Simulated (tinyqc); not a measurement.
## Absorption coefficient and reflectance from two thicknesses

Question. With transparent contact layers the responsivity is (1 - Rf)(1 - exp(-al wi)) q lam/(h c). The second absorber is twice as thick as the first. Find al and Rf.

Inputs (values chosen for the exercise): wavelength lam = 850 nm.

Constants: q = 1.602176634e-19 C, h = 6.62607015e-34 J s, c = 299792458 m/s. Results are converted to the units shown.

responsivity for wi = 2.8 and 5.6 um (A/W): [0.089979430, 0.16752774]

Answer. The ratio of the responsivities is 1 + exp(-al w1), which gives al; either value then gives 1 - Rf.

al = 531.0 1/cm
Rf = 0.05000

Computed by the program tinyqc: `OMP_NUM_THREADS=1 python tinyqc.py 2250103 2250104 out.jsonl`, one thread of a shared Intel Xeon 2.30GHz, about 0.01 s for the whole run.
